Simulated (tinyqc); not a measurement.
Pariser-Parr-Pople SCF with singles CI, for the molecule C=C1C=CC=NC=C1 (SMILES; centres numbered as the heavy atoms are written), step by step. One step of it, computed by the program tinyqc.

Question. Iteration 2: Fock matrix. F_rr = H_rr + P_rr gamma_rr / 2 + sum_(s != r) P_ss gamma_rs; F_rs = H_rs - P_rs gamma_rs / 2; E = tr P (H + F) / 2 + core repulsion sum_(r<s) z_r z_s gamma_rs.

P after iteration 1:
```
           1C         2C         3C         4C         5C         6N         7C         8C
1C   1.154172   0.826578  -0.099038  -0.313473   0.149831   0.193544  -0.327848  -0.132408
2C   0.826578   0.995896   0.390746   0.017121  -0.056592  -0.058880   0.023525   0.395667
3C  -0.099038   0.390746   0.883633   0.800535   0.107967  -0.319122  -0.036293   0.261341
4C  -0.313473   0.017121   0.800535   1.012708   0.493394  -0.011197  -0.114978  -0.060342
5C   0.149831  -0.056592   0.107967   0.493394   0.874283   0.763987  -0.044420  -0.343219
6N   0.193544  -0.058880  -0.319122  -0.011197   0.763987   1.171695   0.493653   0.016171
7C  -0.327848   0.023525  -0.036293  -0.114978  -0.044420   0.493653   0.976299   0.794479
8C  -0.132408   0.395667   0.261341  -0.060342  -0.343219   0.016171   0.794479   0.931314
```

core matrix H (eV):
```
            1C          2C          3C          4C          5C          6N          7C          8C
1C  -42.819912   -2.390000    0.000000    0.000000    0.000000    0.000000    0.000000    0.000000
2C   -2.390000  -52.474930   -2.390000    0.000000    0.000000    0.000000    0.000000   -2.390000
3C    0.000000   -2.390000  -50.256231   -2.390000    0.000000    0.000000    0.000000    0.000000
4C    0.000000    0.000000   -2.390000  -48.599130   -2.390000    0.000000    0.000000    0.000000
5C    0.000000    0.000000    0.000000   -2.390000  -48.132452   -2.510000    0.000000    0.000000
6N    0.000000    0.000000    0.000000    0.000000   -2.510000  -51.424120   -2.510000    0.000000
7C    0.000000    0.000000    0.000000    0.000000    0.000000   -2.510000  -48.722241   -2.390000
8C    0.000000   -2.390000    0.000000    0.000000    0.000000    0.000000   -2.390000  -50.278397
```

repulsion gamma_rs (eV):
```
           1C         2C         3C         4C         5C         6N         7C         8C
1C  11.130000   7.553862   5.331000   3.654533   3.061819   3.073164   3.654533   5.331000
2C   7.553862  11.130000   7.554085   5.078081   4.233299   4.263436   5.078081   7.554085
3C   5.331000   7.554085  11.130000   7.553271   5.079867   4.264238   4.233612   5.080158
4C   3.654533   5.078081   7.553271  11.130000   7.554938   5.131548   4.233148   4.233612
5C   3.061819   4.233299   5.079867   7.554938  11.130000   7.729197   5.079247   4.234084
6N   3.073164   4.263436   4.264238   5.131548   7.729197  12.300000   7.730350   5.132188
7C   3.654533   5.078081   4.233612   4.233148   5.079247   7.730350  11.130000   7.553271
8C   5.331000   7.554085   5.080158   4.233612   4.234084   5.132188   7.553271  11.130000
```

Centres (angstrom, eV; a flat drawing with bonds scaled to 1.40 angstrom):
```
centre          x          y  core charge z          W   gamma_rr
1C       2.637000   0.000000              1  11.160000  11.130000
2C       1.237000   0.000000              1  11.160000  11.130000
3C       0.629000   1.261000              1  11.160000  11.130000
4C      -0.736000   1.573000              1  11.160000  11.130000
5C      -1.830000   0.700000              1  11.160000  11.130000
6N      -1.830000  -0.700000              1  14.100000  12.300000
7C      -0.736000  -1.573000              1  11.160000  11.130000
8C       0.629000  -1.261000              1  11.160000  11.130000
```

Give: F; pi energy.

Answer.

F (eV):
```
         1C       2C       3C       4C       5C       6N       7C       8C
1C  -5.6520  -5.5119   0.2640   0.5728  -0.2294  -0.2974   0.5991   0.3529
2C  -5.5119  -5.7072  -3.8659  -0.0435   0.1198   0.1255  -0.0597  -3.8845
3C   0.2640  -3.8659  -5.7115  -5.4133  -0.2742   0.6804   0.0768  -0.6638
4C   0.5728  -0.0435  -5.4133  -6.3205  -4.2538   0.0287   0.2434   0.1277
5C  -0.2294   0.1198  -0.2742  -4.2538  -5.4192  -5.4625   0.1128   0.7266
6N  -0.2974   0.1255   0.6804   0.0287  -5.4625  -8.3762  -4.4181  -0.0415
7C   0.5991  -0.0597   0.0768   0.2434   0.1128  -4.4181  -5.4533  -5.3905
8C   0.3529  -3.8845  -0.6638   0.1277   0.7266  -0.0415  -5.3905  -5.5539
```

pi energy = -108.0715 eV
